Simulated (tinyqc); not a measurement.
# Free and trapped electrons in a MOS channel with a dense trap tail: effect of the density of the tail at the conduction edge

p-type body, charge-sheet picture, full ionisation (an idealisation for deep acceptors), Boltzmann statistics for free electrons. e = Ec - EF at the surface. Acceptor-like traps of density D(E) = D0 + De exp(-E/Ew) at depth E below Ec, from 0 to Eu, hold n_t = integral of D(E)/(1 + exp((e - E)/Vt)). psi = Eg - Vt ln(Nv/Na) - e; N_dep = sqrt(2 eps0 eps_r Na (psi - Vt)/q); n_f = sqrt(N_dep^2 + 2 eps0 eps_r Vt Nc exp(-e/Vt)/q) - N_dep; Vg = Vfb + psi + q (N_dep + n_t + n_f)/Cox, Cox = eps0 eox/tox.

VT is the Vg for n_f = 1e11 cm^-2; swing ln 10 n_f/(dn_f/dVg) at n_f = 1e8 cm^-2; the last three columns are for Vg = VT + 3.2 V, with free share n_f/(n_f + n_t) and field-effect mobility mf q (dn_f/dVg)/Cox; there EF is near the band edge, where Boltzmann statistics are rough.

Parameters, values chosen for the exercise; band and dielectric values close to those of 4H silicon carbide: temperature T = 250 K; band gap Eg = 3.22 eV; relative permittivity eps_r = 9.79; conduction-band density of states at T Nc = 1.28e19 cm^-3; valence-band density of states at T Nv = 1.92e19 cm^-3; relative permittivity of the insulator eox = 3.9; insulator thickness tox = 40 nm; acceptor density Na = 3.3e16 cm^-3; flat-band voltage without trapped charge Vfb = -2 V; constant background density of acceptor-like traps D0 = 6e10 cm^-2 eV^-1; decay energy of the tail Ew = 0.12 eV; depth below Ec down to which the traps reach Eu = 0.63 eV; mobility of free electrons mf = 110 cm^2/(V s).

Constants: q = 1.602176634e-19 C, kB = 1.380649e-23 J/K, Vt = kB T/q, eps0 = 8.8541878128e-14 F/cm where lengths are in cm. Results are converted to the units shown.

Effect of the density of the tail at the conduction edge:
columns A: De (cm^-2 eV^-1); B: e at VT (eV); C: VT (V); D: q n_t/Cox at VT (V); E: swing (mV/decade); F: n_f (cm^-2); G: free share (%); H: field-effect mobility (cm^2/(V s))
```
A           B      C       D      E         F      G      H
1e12  0.05645  3.340  0.2059  89.50  1.733e12  92.03  108.1
2e12  0.05645  3.483  0.3481  106.9  1.698e12  86.61  107.5
5e12  0.05645  3.909  0.7747  159.1  1.594e12  72.74  105.7
1e13  0.05645  4.620   1.486  246.0  1.429e12  55.46  101.9
2e13  0.05645  6.042   2.908  419.9  1.135e12  33.91  91.34
4e13  0.05645  8.886   5.751  767.7  7.162e11  14.65  63.51
9e13  0.05645  16.00   12.86   1637  3.305e11  3.785  22.61
2e14  0.05645  31.64   28.50   3550  1.835e11  1.068  6.825
```

As De goes from 1e12 to 2e14, VT rises from 3.34 to 31.6 V, its part due to traps rises from 0.206 to 28.5 V, the swing rises from 89.5 to 3550 mV/decade and the field-effect mobility falls from 108 to 6.83 cm^2/(V s).

Numbers from tinyqc (`OMP_NUM_THREADS=1 python tinyqc.py 2222175 2222176 out.jsonl`; about 0.02 s on one thread of a shared Intel Xeon 2.30GHz).
